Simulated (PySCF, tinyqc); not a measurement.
Worked calculation: FCI on RHF in the sto-3g basis, for H3+, spin multiplicity 1. The lowest restricted solution is unstable here: a spin-polarised one lies 0.0084 hartree lower (PySCF). Computed by tinyqc, a small Python program that keeps every step (integrals from PySCF). Settings: charge = 1, multiplicity = 1, basis = sto-3g, method = RHF, energy threshold = 1e-10, iteration cap = 67, orthogonalisation = symmetric, start = core, DIIS depth = 6, ci = FCI, davidson = 1. Command: `OMP_NUM_THREADS=1 python tinyqc.py 28946 28947 out.jsonl` (the two numbers bound the seeds that draw the settings). One thread of a shared host (Intel(R) Xeon(R) Processor @ 2.60GHz), about 0.06 s of CPU time with the checks. The early iterations of the SCF are left out here.

## One-electron integrals

Geometry (angstrom):
```
atom       x       y        z
H     0.0000  0.0000   0.0000
H     0.0000  0.0000   1.2500
H     0.0000  0.8550  -0.9120
```

Basis sto-3g: exponents (1/bohr^2) and contraction coefficients of normalised primitives:
```
element  l (shell)  exponent  coefficient
H            s (1)    3.4253       0.1543
H            s (1)    0.6239       0.5353
H            s (1)    0.1689       0.4446
```

Overlap, kinetic and nuclear-attraction integrals over the contracted functions; the nuclear repulsion is the sum of Za Zb / Rab.

nuclear repulsion = 1.074258 hartree

overlap S:
```
        1H 1s   2H 1s   3H 1s
1H 1s  1.0000  0.3625  0.3624
2H 1s  0.3625  1.0000  0.0683
3H 1s  0.3624  0.0683  1.0000
```

kinetic energy T (hartree):
```
        1H 1s    2H 1s    3H 1s
1H 1s  0.7600   0.0426   0.0426
2H 1s  0.0426   0.7600  -0.0114
3H 1s  0.0426  -0.0114   0.7600
```

nuclear attraction V (hartree):
```
         1H 1s    2H 1s    3H 1s
1H 1s  -2.0636  -0.6291  -0.6290
2H 1s  -0.6291  -1.8727  -0.1088
3H 1s  -0.6290  -0.1088  -1.8727
```

core Hamiltonian H = T + V (hartree):
```
         1H 1s    2H 1s    3H 1s
1H 1s  -1.3036  -0.5865  -0.5864
2H 1s  -0.5865  -1.1127  -0.1202
3H 1s  -0.5864  -0.1202  -1.1127
```

## Two-electron integrals

Functions are numbered as in S; the eight-fold symmetry (ij|kl) = (ji|kl) = (kl|ij) leaves the list below.

Two-electron integrals (ij|kl) in chemists' order, unique and non-zero (hartree):
```
(11|11) 0.7746   (21|11) 0.2092   (21|21) 0.0791   (22|11) 0.4044
(22|21) 0.2092   (22|22) 0.7746   (31|11) 0.2091   (31|21) 0.0552
(31|22) 0.1092   (31|31) 0.0790   (32|11) 0.0362   (32|21) 0.0122
(32|22) 0.0294   (32|31) 0.0122   (32|32) 0.0023   (33|11) 0.4044
(33|21) 0.1092   (33|22) 0.2274   (33|31) 0.2091   (33|32) 0.0294
(33|33) 0.7746
```

## Orthogonalisation

S = U s U^T; symmetric (Loewdin) form X = U s^(-1/2) U^T, so that X^T S X = 1.

eigenvalues of S: 0.5204  0.9317  1.5478

X:
```
         1H 1s    2H 1s    3H 1s
1H 1s   1.1143  -0.2055  -0.2054
2H 1s  -0.2055   1.0558   0.0198
3H 1s  -0.2054   0.0198   1.0558
```

## Iteration 5 (converged): orbitals

converged F (hartree):
```
         1H 1s    2H 1s    3H 1s
1H 1s  -0.6190  -0.4712  -0.4712
2H 1s  -0.4712  -0.4765  -0.1722
3H 1s  -0.4712  -0.1722  -0.4765
```

Diagonalise F' = X^T F X, C = X C', fill 1 alpha and 1 beta electrons from the bottom; D = 2 C_occ C_occ^T. Each column has its largest component positive (the first on a tie).

F' = X^T F X (hartree):
```
         1        2        3
1  -0.3919  -0.3195  -0.3194
2  -0.3195  -0.3565  -0.0298
3  -0.3194  -0.0298  -0.3565
```

orbital energies (hartree): MO1 -0.8409, MO2 -0.3266, MO3 0.0627

coefficients C:
```
          MO1      MO2      MO3
1H 1s  0.5856   0.0000   0.9916
2H 1s  0.3904  -0.7325  -0.6844
3H 1s  0.3904   0.7326  -0.6842
```

D after iteration 5:
```
        1H 1s   2H 1s   3H 1s
1H 1s  0.6858  0.4573  0.4572
2H 1s  0.4573  0.3049  0.3049
3H 1s  0.4572  0.3049  0.3048
```

## Convergence

Stop when the energy changes by less than 1e-10 hartree and every element of the error matrix X^T (F D S - S D F) X is below 3e-06.

Course of the cycle:
```
iteration  E (hartree)     change  largest element of the error matrix
1            -1.087336          -                             1.73e-01
2            -1.125434  -3.81e-02                             1.72e-02
3            -1.125797  -3.63e-04                             2.77e-05
4            -1.125797  -9.16e-10                             2.49e-06
5            -1.125797  -7.47e-12                             3.19e-09
```

PySCF RHF in the same basis = -1.125797 hartree

Converged in 5 iterations.

## Integrals over molecular orbitals

(pq|rs) = sum C_ip C_jq C_kr C_ls (ij|kl), one index at a time.

one-electron integrals over orbitals h = C^T H C (hartree):
```
         1        2        3
1  -1.3592   0.0000  -0.0822
2   0.0000  -1.0652   0.0000
3  -0.0822   0.0000  -0.8445
```

Two-electron integrals over orbitals (pq|rs), unique and non-zero (hartree):
```
(11|11) 0.5182      (21|11) -1.73e-05   (21|21) 0.1474      (22|11) 0.4430
(22|21) 3.20e-05    (22|22) 0.5120      (31|11) 0.0822      (31|21) 5.03e-06
(31|22) -0.0608     (31|31) 0.1467      (32|11) 7.45e-06    (32|21) -0.1435
(32|22) -2.88e-05   (32|31) -1.97e-05   (32|32) 0.1545      (33|11) 0.5269
(33|21) -3.11e-05   (33|22) 0.4615      (33|31) 0.0829      (33|32) 2.31e-05
(33|33) 0.5606
```

## FCI: determinants and Hamiltonian

Hartree-Fock energy = -1.125797 hartree

Slater-Condon rules over spin orbitals, with the nuclear repulsion added and E(HF) subtracted on the diagonal. Only determinants linked to the reference directly or through others are kept (one block of an abelian symmetry group), so some states are absent.

Occupation strings over the orbitals (2 doubly, a alpha, b beta, 0 empty; spin orbitals ordered 1a 1b 2a 2b ...): 200 ab0 a0b ba0 b0a 020 0ab 0ba 002

H - E(HF) between determinants (hartree):
```
        200      ab0      a0b      ba0      b0a      020      0ab      0ba
200  0.0000   0.0000   0.0000   0.0000   0.0000   0.1474   0.0000   0.0000
ab0  0.0000   0.2187   0.0000  -0.1474   0.0000   0.0000  -0.1435   0.1431
a0b  0.0000   0.0000   0.5233   0.0000  -0.1467  -0.1435   0.0000   0.0000
ba0  0.0000  -0.1474   0.0000   0.2187   0.0000   0.0000   0.1431  -0.1435
b0a  0.0000   0.0000  -0.1467   0.0000   0.5233   0.1435   0.0000   0.0000
020  0.1474   0.0000  -0.1435   0.0000   0.1435   0.5817   0.0000   0.0000
0ab  0.0000  -0.1435   0.0000   0.1431   0.0000   0.0000   0.7519  -0.1545
0ba  0.0000   0.1431   0.0000  -0.1435   0.0000   0.0000  -0.1545   0.7519
002  0.1467   0.0000   0.0007   0.0000  -0.0007   0.1545   0.0000   0.0000

         002
200   0.1467
ab0   0.0000
a0b   0.0007
ba0   0.0000
b0a  -0.0007
020   0.1545
0ab   0.0000
0ba   0.0000
002   1.0716
```

## FCI: roots

Diagonalise (each vector has its largest component positive (the first on a tie)); all determinants have Ms = 0, so triplets appear too. The lowest singlet root is the correlation energy.

lowest roots of this matrix, relative to E(HF) (hartree): -0.0485  0.0713  0.2423  0.3767  0.4132  0.5973  0.8046  1.0301

lowest vectors:
```
      root 1  root 2   root 3  root 4
200   0.9680  0.0000   0.0000  0.0000
ab0   0.0000  0.7071   0.6492  0.0000
a0b  -0.0445  0.0000   0.0000  0.7071
ba0   0.0000  0.7071  -0.6492  0.0000
b0a   0.0445  0.0000   0.0000  0.7071
020  -0.2231  0.0000  -0.0002  0.0000
0ab   0.0000  0.0006   0.2802  0.0000
0ba   0.0000  0.0006  -0.2802  0.0000
002  -0.0959  0.0000   0.0001  0.0000
```

<S^2> of these roots: 0.0000  2.0000  0.0000  2.0000  0.0000  2.0000  0.0000  0.0000

weight of the ground state by excitation level 0, 1, 2, ...: 0.9371  0.0040  0.0590

## The lowest root by the Davidson method

Start from the reference; add the residual divided by (theta - H_ii), orthogonalised, at each step.

Davidson iterations:
```
iteration  subspace  lowest Ritz value (hartree)  residual norm
1                 1                            0       2.08e-01
2                 2                    -0.045813       4.06e-02
3                 3                    -0.048320       1.15e-02
4                 4                    -0.048488       1.11e-05
5                 5                    -0.048488       1.99e-07
6                 6                    -0.048488       1.12e-16
```
